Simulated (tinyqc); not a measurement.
Worked calculation: Fermi-Dirac statistics of conduction electrons. Values are carried at full precision from step to step, so a last printed digit may differ when a step is redone from the rounded ones.

Constants: hbar^2/2m0 = 3.80998211 eV angstrom^2; kB = 8.617333262e-05 eV/K; e^2/(4 pi eps0) = 14.39964547 eV angstrom.

Parameters, chosen for this exercise (near those of GaN, lowest valleys alone; the results hold for these values, not for the real material): m = 0.21 m0 (density-of-states mass of the conduction band); T = 180 K; n = 2.8e+19 1/cm^3 (electron density); eps = 9.36 (static dielectric constant); alpha = 0.18 1/eV (non-parabolicity); mh = 1.44 m0 (heavy-hole mass); Eg = 3.454 eV (gap).

## Reduced density

N = 2 (m kB T/(4 pi c))^(3/2) with c = hbar^2/2m0, in 1/angstrom^3; times 1e24 for 1/cm^3; u = n/Nc.

kT = 0.015511 eV
Nc = 1.1223e+18 1/cm^3
u = n/Nc = 24.9477

## Reduced Fermi level by five rules

F_j(eta) = (1/Gamma(j + 1)) integral_0^infinity x^j dx/(1 + exp(x - eta)), which tends to exp(eta) for eta << 0.

With u = n/Nc: Boltzmann eta = ln u; Joyce-Dixon eta = ln u + u/sqrt(8) - 4.95009e-3 u^2 + 1.48386e-4 u^3 - 4.42563e-6 u^4; Nilsson eta = ln u/(1 - u^2) + v/(1 + (0.24 + 1.08 v)^-2) with v = (3 sqrt(pi) u/4)^(2/3); fully degenerate limit eta = v; exact: F_1/2(eta) = u.

Find eta = (EF - Ec)/kT by each rule.

eta: Boltzmann 3.217, Joyce-Dixon 9.546, Nilsson 10.238, degenerate 10.322, exact 10.241

Against the exact value the errors are Boltzmann -7.025, Joyce-Dixon -0.696, Nilsson -0.003, degenerate limit +0.081 (in kT).

## Exact eta by Newton steps

Solve ln F_1/2(eta) = ln u from the Boltzmann value; dF_1/2/d eta = F_-1/2, so the step is -ln(F_1/2/u) F_1/2/F_-1/2. Stop below 1e-9.

Newton steps:
```
step        eta    F_1/2   F_-1/2  step taken
1      3.216781  4.89770  1.93007        4.13
2      7.347992  15.3328  3.03280        2.46
3      9.809017  23.4094  3.51805       0.423
4     10.232492  24.9155  3.59459     0.00894
5     10.241434  24.9477  3.59618    3.78e-06
6     10.241438  24.9477  3.59619    6.75e-13
```

Converged in 6 steps.

## Mean energy, Einstein relation and screening

eta = 10.24144

Mean kinetic energy <E> = (3/2) kT F_3/2/F_1/2; D/mu = (kT/e) F_1/2/F_-1/2; dn/dEF = (Nc/kT) F_-1/2; screening length L = (4 pi (e^2/(4 pi eps0)) (dn/dEF)/eps)^(-1/2), with dn/dEF in 1/(angstrom^3 eV) (1/cm^3 = 1e-24/angstrom^3).

F_-1/2, F_1/2, F_3/2: [3.596, 24.95, 106.9]

<E> = 99.72 meV
D/mu = 107.61 mV
dn/dEF = 2.602e+20 1/(cm^3 eV)
L = 14.10 angstrom

The gas is degenerate. D/mu is 6.937 times kT/e and <E> is 4.286 times (3/2) kT; the Debye formula, with n/kT in place of dn/dEF, would give L = 5.353 angstrom.

## Fermi level in the non-parabolic band

Non-parabolic band E (1 + alpha E) = c k^2/m: n = Nc (2/sqrt(pi)) integral_0^infinity sqrt(x (1 + a x)) (1 + 2 a x) dx/(1 + exp(x - eta)) with a = alpha kT and eta = (EF - Ec)/kT; a = 0 gives n = Nc F_1/2(eta).

Solve for eta at the same n.

a = 0.00279
eta = 9.947
EF - Ec = 154.29 meV

The extra states lower EF by 4.57 meV against the parabolic band.

## Burstein-Moss edge

Vertical transitions from the heavy-hole band reach half-empty states at the k where the conduction energy equals EF: k^2 = E (1 + alpha E) m/c with E = EF - Ec and c = hbar^2/2m0; edge = Eg + E + c k^2/mh. Gap narrowing by many-body effects is left out.

k = 0.09349 1/angstrom
hole energy = 0.0231 eV
edge = 3.6314 eV

The edge moves up by 177.4 meV, of which the valence band supplies 13 %.

## Checks

- Non-parabolic integral at a = 0 against F_1/2(2): both 2.823721.
- F_1/2(40) against the Sommerfeld form (4/(3 sqrt(pi))) eta^(3/2) (1 + pi^2/(8 eta^2)): both 190.45.

(tinyqc, `OMP_NUM_THREADS=1 python tinyqc.py 1682106 1682107 out.jsonl`, Intel(R) Xeon(R) Processor @ 2.30GHz, 1 thread, shared host, about 0.01 s.)
